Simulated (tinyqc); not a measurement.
## Gain factor and gap resistance from two string resistances

Problem. At small bit-line voltage each of the 64 cells has the resistance 1/(K x) at overdrive x (no mobility reduction) in series with a gap resistance Rg. Find K, Rg and the share of the gaps at the higher overdrive.

resistance of a string of 64 equal cells at overdrives of 4 and 8.9 V (kohm): 2318.7692  1641.1547

Answer. The resistance per cell is a straight line in 1/x with slope 1/K and intercept Rg.

K = 13.0 uA/V^2
Rg = 17.0 kohm
share of the gaps = 66.3 %

tinyqc, about 0.5 s, one thread, Intel Xeon 2.30GHz (shared host): `OMP_NUM_THREADS=1 python tinyqc.py 2142024 2142025 out.jsonl`
